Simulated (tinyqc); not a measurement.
Closing and inverting the gap: three-level Kane dispersion of a narrow-gap semiconductor.

Zero of energy at Gamma8, c = hbar^2/2m0, P^2 = Ep c. The free-electron term and remote bands are left out, so the heavy holes are flat at E = 0 and the other three bands obey E (E - Eg)(E + Dso) = P^2 k^2 (E + 2 Dso/3). The conduction band is the highest root; its edge is Ec = max(Eg, 0).

Constants: hbar^2/2m0 = 3.80998211 eV angstrom^2.

Values chosen for the exercise (out of a larger set: a narrow-gap II-VI alloy; not measured data):
```
symbol  value  unit        meaning
Dso     0.98   eV          spin-orbit splitting
Ep      19.3   eV          Kane energy
k       0.036  1/angstrom  wave vector
```

Eg is varied at fixed k, Dso and Ep. Edge mass: Eg (Eg + Dso)/(Ep (Eg + 2 Dso/3)) for Eg > 0, 3 |Eg|/(2 Ep) for Eg < 0. The Gamma6 weight of the conduction state is 1/(1 + P^2 k^2 [(2/3)/E^2 + (1/3)/(E + Dso)^2]).

Results:
```
Eg (eV),m0*,highest root (eV),middle (eV),lowest (eV),E - Ec (meV),Gamma6 weight
-0.300,0.02332,0.1504,-0.4027,-1.0277,150.4,0.261
-0.150,0.01166,0.1979,-0.3086,-1.0194,197.9,0.378
-0.060,0.00466,0.2357,-0.2601,-1.0156,235.7,0.462
-0.015,0.00117,0.2574,-0.2385,-1.0139,257.4,0.505
0.015,0.00116,0.2730,-0.2251,-1.0129,258.0,0.534
0.060,0.00453,0.2980,-0.2065,-1.0115,238.0,0.576
0.150,0.01093,0.3535,-0.1745,-1.0090,203.5,0.655
0.300,0.02087,0.4601,-0.1346,-1.0056,160.1,0.760
```

The edge mass vanishes with |Eg| from both sides, yet the kinetic energy at this k stays finite, at most 258.0 meV in the table; at Eg = 0 the two-level form, without the split-off band, gives the linear value sqrt(2/3) P k = 252.1 meV. The Gamma6 weight of the conduction state goes smoothly from 0.26 to 0.76 and is 0.51 and 0.53 in the two rows next to Eg = 0: at finite k nothing jumps at the inversion.

Program tinyqc; command `OMP_NUM_THREADS=1 python tinyqc.py 1051053 1051054 out.jsonl`; about 0.01 s on one thread of a shared Intel(R) Xeon(R) Processor @ 2.30GHz.
